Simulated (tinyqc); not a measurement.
Lattice vibrations of a chain, step by step. One step of it, computed by the program tinyqc.

Question. Dynamical matrix at q = 0.32. q is in units of 2 pi/a. A spring k from atom i to atom j, n cells on, adds k to Phi_ii and Phi_jj, -k exp(2 pi i q n) to Phi_ij and the conjugate to Phi_ji (for one atom a cell: 2k (1 - cos 2 pi q n)); D_ij = Phi_ij / sqrt(m_i m_j).

A chain moving along its axis:
```
atom   mass (u)  spring to the next atom (eV/angstrom^2)
1      8.600000                                20.900000
2     36.100000                                14.200000
```

Give: D(q).

Answer.

D(q) (eV/(angstrom^2 u)):
```
               1              2
1          4.081  -0.843+0.729i
2  -0.843-0.729i          0.972
```
